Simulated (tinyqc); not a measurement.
Inside a calculation. Method: RHF in the 3-21g basis, for H2, spin multiplicity 1. One step of it, computed by the program tinyqc.

Problem. Iteration 2: diagonalisation and new density. Diagonalise F' = X^T F X, C = X C', fill 1 alpha and 1 beta electrons from the bottom; D = 2 C_occ C_occ^T. Each column has its largest component positive (the first on a tie).

Fock matrix F (hartree), order 1H 1s, 1H 2s, 2H 1s, 2H 2s:
```
[[0.130833, -0.482307, -0.496703, -0.488329],
 [-0.482307, -0.351742, -0.488329, -0.401720],
 [-0.496703, -0.488329, 0.130833, -0.482307],
 [-0.488329, -0.401720, -0.482307, -0.351742]]
```

X, order 1H 1s, 1H 2s, 2H 1s, 2H 2s:
```
[[1.251647, -0.481735, -0.109430, 0.050217],
 [-0.481735, 1.800711, 0.050217, -0.842146],
 [-0.109430, 0.050217, 1.251647, -0.481735],
 [0.050217, -0.842146, -0.481735, 1.800711]]
```

Give: F' = X^T F X; orbital energies; coefficients C; D after iteration 2.

Solution.

F' = X^T F X (hartree):
```
[[0.7536, -0.6264, -0.4144, -0.1251],
 [-0.6264, 0.2761, -0.1251, -0.2336],
 [-0.4144, -0.1251, 0.7536, -0.6264],
 [-0.1251, -0.2336, -0.6264, 0.2761]]
```

orbital energies (hartree): [-0.5751, 0.2392, 0.9568, 1.4385]

coefficients C, order 1H 1s, 1H 2s, 2H 1s, 2H 2s:
```
[[0.2771, 0.1261, 0.8177, -1.0256],
 [0.3299, 1.4659, -0.6661, 1.2186],
 [0.2771, -0.1261, 0.8177, 1.0256],
 [0.3299, -1.4659, -0.6661, -1.2186]]
```

D after iteration 2, order 1H 1s, 1H 2s, 2H 1s, 2H 2s:
```
[[0.1536, 0.1828, 0.1536, 0.1828],
 [0.1828, 0.2177, 0.1828, 0.2177],
 [0.1536, 0.1828, 0.1536, 0.1828],
 [0.1828, 0.2177, 0.1828, 0.2177]]
```
